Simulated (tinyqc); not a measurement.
# The temperature window

Model: atomic layer deposition: Langmuir saturation, growth per cycle and coating of deep features. Computed by tinyqc, a small Python program. Command: `OMP_NUM_THREADS=1 python tinyqc.py 3003563 3003564 out.jsonl ald sweep`. One thread of a shared host (Intel(R) Xeon(R) Processor @ 2.30GHz), about 0.02 s of CPU time with the checks.

Precursor A sticks only on free sites, so a long enough pulse saturates; co-reactant B then frees the sites again.

Inputs (values chosen for the exercise, modelled on titanium nitride from the chloride and ammonia):

| quantity | value | unit |
|---|---|---|
| precursor mass M | 190 | u |
| site density q | 1.8 | 1/nm^2 |
| growth per cycle at saturation G | 0.36 | angstrom |
| sticking probability beta on free sites | 0.0011 | - |
| precursor pressure p | 32 | Pa |
| pulse time t | 0.0035 | s |
| co-reactant completion per pulse c_B | 0.99 | - |
| desorption energy E_d | 1.77 | eV |
| purge time t_p | 6.2 | s |

Constants: u = 1.6605390666e-27 kg; k_B = 1.380649e-23 J/K; k_B = 8.617333262e-05 eV/K.

Method:
- Wall flux F = p/sqrt(2 pi M k_B T); rate of filling k_a = beta F/q; desorption k_d = 1e13 exp(-E_d/(k_B T)) per second. 1/m^2 = 1e-18/nm^2.
- Temperatures in kelvin are T(C) + 273.15.
- One cycle from coverage th0: pulse A gives th1 = th_s + (th0 - th_s) exp(-(k_a + k_d) t), th_s = k_a/(k_a + k_d); the purge leaves th2 = th1 exp(-k_d t_p); pulse B converts c_B th2 into film and leaves th3 = (1 - c_B) th2. Growth = G c_B th2.
- The periodic state has th0 = th3: th0 = (1 - c_B) e_p th_s (1 - e_a)/(1 - (1 - c_B) e_p e_a), with e_a = exp(-(k_a + k_d) t), e_p = exp(-k_d t_p).
- Share of impinging molecules used = q (th1 - th0)/(F t).

One run for each value:

| temperature T (C) | growth per cycle (angstrom) | k_d (1/s) | k_a (1/s) |
|---|---|---|---|
| 150 | 0.16861 | 8.2993e-09 | 181.71 |
| 200 | 0.16197 | 1.4021e-06 | 171.85 |
| 250 | 0.15604 | 8.8851e-05 | 163.43 |
| 300 | 0.14837 | 2.7301e-03 | 156.14 |
| 350 | 0.10815 | 4.8415e-02 | 149.74 |
| 400 | 0.00438 | 5.6010e-01 | 144.07 |

Over the rows, growth per cycle (angstrom) falls from 0.169 to 0.00438; k_d (1/s) rises from 8.30e-9 to 0.560. Among these rows desorption in the purge stays under 5 % up to 300 C and then closes the window from above. The slow fall before that comes from k_a, as the wall flux drops as T^(-1/2) and the pulse does not saturate. The sticking probability is held fixed here; a real one drops at low T, which closes the window from below. Left out: 450, 500, 550 (far above the temperature window).

Caution (all rows): common pulse valves need about 10 ms, so a pulse this short is formal. Caution (rows 350, 400): many metal-organic precursors decompose at such temperatures, which adds growth left out here.
